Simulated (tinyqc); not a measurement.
Thin-body transistor below threshold, two-dimensional Poisson equation on a small mesh: one step of the calculation.

A thin body on a thick buried insulator of low permittivity, taken as carrying no normal field at the bottom of the body (row 0). Mobile charge is neglected (subthreshold), the body is fully depleted, and potentials are counted from the intrinsic level; rows run upward to the gate, columns from source to drain.

Task. Jacobi sweep. Free nodes: rows 0..4, columns 1..6, taken row by row from row 0, left to right. t = (up psi(above) + dn psi(below) + lat [psi(left) + psi(right)] + s)/(up + dn + 2 lat), with all neighbours from the previous sweep; psi(new) = t.

psi after iteration 1 (V):
```
              j=0         j=1         j=2         j=3         j=4         j=5         j=6         j=7
row 0   0.5300000   0.6728570   0.8157140   0.9585710   1.1014290   1.2442860   1.3871430   1.5300000
row 1   0.5300000   0.6728570   0.8157140   0.9585710   1.1014290   1.2442860   1.3871430   1.5300000
row 2   0.5300000   0.6728570   0.8157140   0.9585710   1.1014290   1.2442860   1.3871430   1.5300000
row 3   0.5300000   0.5066472   0.6199293   0.7332118   0.8464943   0.9597769   1.0730590   1.5300000
row 4   0.2000000   0.2714285   0.3428571   0.4142855   0.4857145   0.5571429   0.6285715   0.7000000
row 5  -0.1300000  -0.1300000  -0.1300000  -0.1300000  -0.1300000  -0.1300000  -0.1300000  -0.1300000
```

```
row         up         dn        lat  s (V)
0    44.357143          0  1.4907407      0
1    44.357143  44.357143  2.9814815      0
2    44.357143  44.357143  2.9814815      0
3    43.583535  44.357143  8.6608796      0
4    43.583535  43.583535  14.340278      0
```

Give: psi after iteration 2.

Result.

psi after iteration 2 (V):
```
          j=0     j=1     j=2     j=3     j=4     j=5     j=6     j=7
row 0   0.530   0.673   0.816   0.959   1.101   1.244   1.387   1.530
row 1   0.530   0.673   0.816   0.959   1.101   1.244   1.387   1.530
row 2   0.530   0.595   0.724   0.853   0.982   1.111   1.240   1.530
row 3   0.530   0.491   0.588   0.696   0.805   0.913   1.050   1.530
row 4   0.200   0.209   0.269   0.330   0.390   0.450   0.510   0.700
row 5  -0.130  -0.130  -0.130  -0.130  -0.130  -0.130  -0.130  -0.130
```

Computed by the program tinyqc: `OMP_NUM_THREADS=1 python tinyqc.py 2480173 2480174 out.jsonl`, one thread of a shared Intel Xeon 2.30GHz, about 0.1 s for the whole run.
